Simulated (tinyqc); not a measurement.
The mobility curve: inversion-layer mobility, back-scattering and ballistic limit of a field-effect transistor. Computed by tinyqc, a small Python program. Command: `OMP_NUM_THREADS=1 python tinyqc.py 3022756 3022757 out.jsonl mos walk`. One thread of a shared host (Intel(R) Xeon(R) Processor @ 2.30GHz), about 0.01 s of CPU time with the checks.

The charge at the top of the source barrier is fixed by the gate; series resistance and short-channel effects are left out. F_j are Fermi integrals normalised to exp(eta) in the classical limit.

Inputs (values chosen for the exercise, modelled on a silicon p-channel):
```
quantity                                       value        unit
weight w of the inversion charge               0.333           -
permittivity eps                                11.7           -
phonon mobility at 1 MV/cm and 300 K, mu_ph      100  cm^2/(V s)
roughness mobility at 1 MV/cm, mu_sr             130  cm^2/(V s)
Coulomb mobility at N_inv = 1e12/cm^2, mu_C      210  cm^2/(V s)
electrical oxide thickness t_inv                 1.1          nm
depletion charge N_dep                       1.3e+11      1/cm^2
temperature T                                    300           K
```

Statistics at the top of the barrier: Fermi-Dirac.

Constants: eps_0 = 8.8541878128e-12 F/m; e = 1.602176634e-19 C.

Method. N_inv = 3.9 eps_0 (V_G - V_T)/(e t_inv); effective field E_eff = e (N_dep + w N_inv)/(eps eps_0). mu_phonon = mu_ph (E_eff/1 MV/cm)^(-0.3) (T/300 K)^(-1.75); mu_rough = mu_sr (E_eff/1 MV/cm)^(-2); mu_Coulomb = mu_C (N_inv/1e12 cm^-2) (T/300 K); Matthiessen's rule adds 1/mu.

Mobilities (cm^2/(V s)):
```
V_G - V_T (V)  N_inv (1/cm^2)  E_eff (MV/cm)  phonon   roughness  Coulomb   total
0.03               5.8780e+11         0.0504  245.09  5.1222e+04    123.4   81.96
0.06               1.1756e+12         0.0807  212.82  1.9986e+04    246.9  113.64
0.12               2.3512e+12         0.1412  179.91  6.5207e+03    493.8  129.25
0.20               3.9187e+12         0.2219  157.09  2.6396e+03    822.9  125.63
0.35               6.8577e+12         0.3733  134.40  9.3295e+02   1440.1  108.61
0.50               9.7967e+12         0.5247  121.35  4.7228e+02   2057.3   92.22
0.75               1.4695e+13         0.7769  107.87  2.1537e+02   3086.0   70.23
1.00               1.9593e+13         1.0292   99.14  1.2273e+02   4114.6   54.12
1.50               2.9390e+13         1.5337   87.96  5.5264e+01   6171.9   33.75
```

What follows from these numbers?

The lowest part is Coulomb at 0.0300, phonon from 0.0600 to 1.00, roughness at 1.50 V. The total peaks at 129 near E_eff = 0.14 MV/cm: screening lifts it at low density and the field presses it down at high density.

Extremes, crossings and ranges named in words are read from the listed rows.
